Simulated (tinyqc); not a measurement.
# Semiconductor laser, carrier and photon rate equations: several studies

Carrier density N and photon density S in one mode: dN/dt = F1 = eta I/(q V) - (A N + B N^2 + C N^3) - vg g S; dS/dt = F2 = G vg g S + G be B N^2 - S/tp, with g = g0 ln(N/Ntr)/(1 + ec S). Output power P = Fo Eph S V/(G tp). No heating, no carrier transport.

Values chosen for this exercise: active volume V = 5.6e-11 cm^3; confinement factor G = 0.117; group velocity vg = 7.31e9 cm/s; gain coefficient g0 = 1900 1/cm; transparency density Ntr = 2.5e18 cm^-3; gain compression ec = 1.2e-17 cm^3; photon lifetime tp = 3.8 ps; defect recombination coefficient A = 2.7e8 1/s; radiative coefficient B = 7.2e-11 cm^3/s; Auger coefficient C = 2.1e-29 cm^6/s; share of spontaneous emission into the mode be = 0.00044; injection efficiency eta = 0.7; share of cavity losses that is output Fo = 0.66; photon energy Eph = 1.46 eV; drive current I = 110 mA.

Constants: q = 1.602176634e-19 C. Results are converted to the units shown.

Each table varies one quantity; the others keep the values above.

## Effect of the gain coefficient on threshold and bandwidth

gth = 1/(G vg tp), Nth = Ntr exp(gth/g0), Ith = q V (A Nth + B Nth^2 + C Nth^3)/eta. N and S are the steady state (F1 = F2 = 0, S > 0). Jacobian, with a = g0/(N (1 + ec S)) and d = g/(1 + ec S): J11 = -(A + 2 B N + 3 C N^2) - vg a S, J12 = -vg d, J21 = G vg a S + 2 G be B N, J22 = G vg d - 1/tp. wR^2 = det J, gamma = -trace J, fR = wR/(2 pi); the response wR^2/(wR^2 - w^2 + i gamma w) falls to 1/sqrt(2) at w^2 = x + sqrt(x^2 + wR^4), x = wR^2 - gamma^2/2 (f3dB = w/(2 pi)).

Effect of the gain coefficient on threshold and bandwidth:
```
g0 (1/cm),Ith (mA),P (mW),fR (GHz),gamma (1/ns),f3dB (GHz)
1300,28.78,54.49,7.354,18.02,11.12
1600,26.45,56.13,8.462,20.82,12.79
2100,24.28,57.67,10.05,25.38,15.17
2700,22.86,58.66,11.68,30.80,17.58
3500,21.80,59.41,13.56,37.99,20.32
4400,21.10,59.90,15.40,46.05,22.96
5700,20.50,60.32,17.73,57.67,26.23
```

As g0 goes from 1300 to 5700 1/cm, Ith falls from 28.8 to 20.5 mA, fR rises from 7.35 to 17.7 GHz, gamma rises from 18.0 to 57.7 1/ns and f3dB rises from 11.1 to 26.2 GHz.

## Effect of the photon lifetime on threshold and bandwidth

Same model as above.

Effect of the photon lifetime on threshold and bandwidth:
```
tp (ps),Ith (mA),P (mW),fR (GHz),gamma (1/ns),f3dB (GHz)
1.9,34.098,50.969,8.3123,14.872,12.730
2.7,28.298,54.911,9.0089,18.697,13.727
3.8,24.983,57.167,9.4453,23.565,14.265
5.4,22.860,58.613,9.7185,30.313,14.437
7.6,21.525,59.522,9.8522,39.186,14.209
11,20.574,60.170,9.8741,52.157,13.385
15,20.032,60.540,9.8026,66.413,12.017
```

Read the table: what changes, and by how much?

As tp goes from 1.9 to 15 ps, Ith falls from 34.1 to 20.0 mA, fR goes from 8.31 through a maximum of 9.87 (at tp = 11 ps among the rows listed) to 9.80 GHz, gamma rises from 14.9 to 66.4 1/ns and f3dB goes from 12.7 through a maximum of 14.4 (at tp = 5.4 ps among the rows listed) to 12.0 GHz.

## Effect of the confinement factor on threshold and bandwidth

Same model as above.

Results:
```
G,Ith (mA),P (mW),fR (GHz),gamma (1/ns),f3dB (GHz)
0.078,29.12,54.35,7.270,15.05,11.08
0.1,26.31,56.27,8.569,19.86,12.99
0.13,24.24,57.67,10.06,26.38,15.15
0.21,21.89,59.27,13.16,43.27,19.45
0.27,21.11,59.81,15.00,55.45,21.87
0.35,20.51,60.22,17.07,71.04,24.44
```

Estimate the missing row, G = 0.17.

Computed row:
```
G,Ith (mA),P (mW),fR (GHz),gamma (1/ns),f3dB (GHz)
0.17,22.76,58.68,11.73,34.92,17.50
```

With this row back in the table: As G goes from 0.078 to 0.35, Ith falls from 29.1 to 20.5 mA, fR rises from 7.27 to 17.1 GHz, gamma rises from 15.0 to 71.0 1/ns and f3dB rises from 11.1 to 24.4 GHz.

Program tinyqc, `OMP_NUM_THREADS=1 python tinyqc.py 2840046 2840047 out.jsonl`; Intel Xeon 2.30GHz, shared host, one thread, about 0.01 s.
